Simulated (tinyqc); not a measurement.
Worked calculation: Hubbard ring of 3 sites. One step of it, computed by the program tinyqc.

Task: Mean-field iteration 2. H(up) = T + U n(down), H(down) = T + U n(up); fill the lowest levels; n(new) = n + mixing (n(out) - n); E = tr T (rho up + rho down) + U sum n_up n_down of the output.

one-body matrix (hopping and site energies) (eV), lower triangle:
```
           1          2         3
1  -0.200000
2  -2.000000   0.950000
3  -2.000000  -2.000000  0.230000
```

U = 8.800000 eV

electrons, up and down: 2  1

mixing = 1

n(up) after iteration 1: 1 0.938308, 2 0.293779, 3 0.767913

n(down) after iteration 1: 1 0.392940, 2 0.268953, 3 0.338107

Give: levels, up; levels, down; energy; n(up) after iteration 2; n(down) after iteration 2.

Result:

levels, up (eV): -0.7403  5.2280  5.2924

levels, down (eV): 1.5190  7.4361  9.6249

energy = 0.3523 eV

n(up) after iteration 2: 1 0.6831, 2 0.3667, 3 0.9502

n(down) after iteration 2: 1 0.1465, 2 0.6621, 3 0.1915
